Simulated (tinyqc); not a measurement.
# Short-channel transistor, virtual-source model with series resistance: two studies

The current per gate width is the charge at the top of the source barrier (the virtual source) times its velocity times a saturation function; al and be are fitting constants of the model. Units: I in uA/um, Rs in ohm um, so I Rs = 1e-6 I Rs in volts; Q in uC/cm^2, so I = 1e-4 Q vx0 Fsat with vx0 in cm/s.

Inputs (values chosen for the exercise): temperature T = 300 K; inversion capacitance Cinv = 2.21 uF/cm^2; velocity at the virtual source vx0 = 9.84e6 cm/s; apparent mobility mu = 480 cm^2/(V s); channel length L = 32 nm; threshold at zero drain voltage VT0 = 0.361 V; drain-induced barrier lowering dl = 0.089 V/V; subthreshold factor n0 = 1.36; growth of n with drain voltage nd = 0.05 1/V; threshold shift (in units of Vt) from weak to strong inversion al = 3.5; sharpness of saturation be = 1.4; series resistance of each contact Rs = 50 ohm um.

Constants: q = 1.602176634e-19 C, kB = 1.380649e-23 J/K, Vt = kB T/q. Results are converted to the units shown.

Each table varies one quantity; the others keep the values above.

## Effect of the apparent mobility on the on and off currents

Intrinsic voltages Vg' = Vgs - I Rs, Vd' = Vds - 2 I Rs. n = n0 + nd Vd', VT = VT0 - dl Vd', Ff = 1/(1 + exp((Vg' - VT + al Vt/2)/(al Vt))), Q = Cinv n Vt ln(1 + exp((Vg' - VT + al Vt Ff)/(n Vt))), Vdsat = (vx0 L/mu)(1 - Ff) + Vt Ff, Fsat = u/(1 + u^be)^(1/be) with u = Vd'/Vdsat, and I = Q vx0 Fsat per width. I is solved self-consistently. Ion is I at Vgs = Vds = 1.2 V, Ioff at Vgs = 0, Vds = 1.2 V, and Rlin = Vds/I at Vgs = 1.2 V, Vds = 0.05 V.

Result of one run:

| mu (cm^2/(V s)) | Ion (uA/um) | Ioff (nA/um) | log10(Ion/Ioff) | Rlin (ohm um) |
|---|---|---|---|---|
| 240 | 1761 | 731.0 | 3.382 | 177.1 |

What becomes of these results when the apparent mobility mu is changed from 240 to 85 cm^2/(V s), all else the same?

Result of the changed run:

| mu (cm^2/(V s)) | Ion (uA/um) | Ioff (nA/um) | log10(Ion/Ioff) | Rlin (ohm um) |
|---|---|---|---|---|
| 85 | 1593 | 727.5 | 3.340 | 309.4 |

The whole series:

| mu (cm^2/(V s)) | Ion (uA/um) | Ioff (nA/um) | log10(Ion/Ioff) | Rlin (ohm um) |
|---|---|---|---|---|
| 50 | 1415 | 723.0 | 3.292 | 451.0 |
| 85 | 1593 | 727.5 | 3.340 | 309.4 |
| 140 | 1698 | 729.7 | 3.367 | 229.3 |
| 240 | 1761 | 731.0 | 3.382 | 177.1 |
| 410 | 1793 | 731.7 | 3.389 | 146.2 |
| 700 | 1809 | 732.1 | 3.393 | 127.6 |
| 1200 | 1816 | 732.3 | 3.395 | 116.4 |
| 2000 | 1820 | 732.4 | 3.395 | 109.9 |

As mu goes from 50 to 2000 cm^2/(V s), Ion rises from 1420 to 1820 uA/um, Ioff rises from 723 to 732 nA/um and Rlin falls from 451 to 110 ohm um. Ion changes by a factor of 1.29 and Ioff by 1.01.

## Effect of the channel length on the on and off currents

Same model as above.

mu, vx0, VT0, dl and n0 are held fixed.

Effect of the channel length on the on and off currents:

| L (nm) | Ion (uA/um) | Ioff (nA/um) | log10(Ion/Ioff) | Rlin (ohm um) |
|---|---|---|---|---|
| 10 | 1818.4 | 732.36 | 3.3950 | 112.88 |
| 15 | 1814.7 | 732.24 | 3.3942 | 119.11 |
| 24 | 1806.9 | 732.02 | 3.3924 | 130.11 |
| 36 | 1794.6 | 731.71 | 3.3896 | 144.46 |
| 55 | 1772.4 | 731.21 | 3.3845 | 166.72 |
| 85 | 1732.7 | 730.38 | 3.3752 | 201.23 |
| 130 | 1668.0 | 729.06 | 3.3594 | 252.28 |
| 200 | 1564.7 | 726.81 | 3.3330 | 331.00 |

What does the table show?

As L goes from 10 to 200 nm, Ion falls from 1820 to 1560 uA/um, Ioff falls from 732 to 727 nA/um and Rlin rises from 113 to 331 ohm um. Ion changes by a factor of 0.860 and Ioff by 0.992. Below threshold Vdsat is near Vt, so L and mu hardly reach the off current. At L = 200 nm the channel is long for this model, whose fixed vx0 belongs to short devices.

tinyqc, about 0.01 s, one thread, Intel Xeon 2.30GHz (shared host): `OMP_NUM_THREADS=1 python tinyqc.py 2380107 2380108 out.jsonl`
